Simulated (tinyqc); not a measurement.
Van der Pauw, Hall and four-point-probe measurements on a doped layer: two steps of the calculation.

A uniform n-type layer with sheet resistance Rs = 1/(q ns mu), point contacts, low field (mu B small).

Parameters, values chosen for the exercise:
```
symbol,value,unit,meaning
ns,1.4e13,cm^-2,sheet density of the layer
mu,180,cm^2/(V s),drift mobility
rH,0.8,,Hall factor
B,2,T,magnetic field
I,1000,uA,current
ar,1.08,,side ratio a/b of a rectangular sample with corner contacts
```

Constants: q = 1.602176634e-19 C. Results are converted to the units shown.

Problem 1. Resistances and Hall voltage. Rs = 1/(q ns mu). For a rectangle with contacts at the corners, RA = (8 Rs/pi) sum_(k>=0) ln coth((2k + 1) pi a/(2 b)) with current along a short side b and voltage along the opposite one, RB the same with a and b exchanged; Hall voltage VH = rH B I/(q ns), negative for electrons.

Give: Rs; RA; RB; VH.

Solution 1.

Rs = 2477 ohm/square
RA = 424.6 ohm
RB = 690.7 ohm
VH = -71.33 mV

RB/RA = 1.63; for a square both equal Rs ln 2/pi = 546 ohm.

Problem 2. New z. The van der Pauw equation exp(-pi RA z) + exp(-pi RB z) = 1 is solved for z = 1/Rs: e1 = exp(-pi RA z), e2 = exp(-pi RB z), f = e1 + e2 - 1, f' = -pi (RA e1 + RB e2), z(new) = z - f/f'.

z at the start = 0.39566033 mS
RA = 424.60688 ohm
RB = 690.67097 ohm

Wanted: e1; e2; f; f'; z after iteration 1.

Solution 2.

e1 = 0.5899
e2 = 0.4238
f = 0.01370
f' = -1.706 kohm
z after iteration 1 = 0.4037 mS

tinyqc, about 0.01 s, one thread, Intel Xeon 2.30GHz (shared host): `OMP_NUM_THREADS=1 python tinyqc.py 2850147 2850148 out.jsonl`
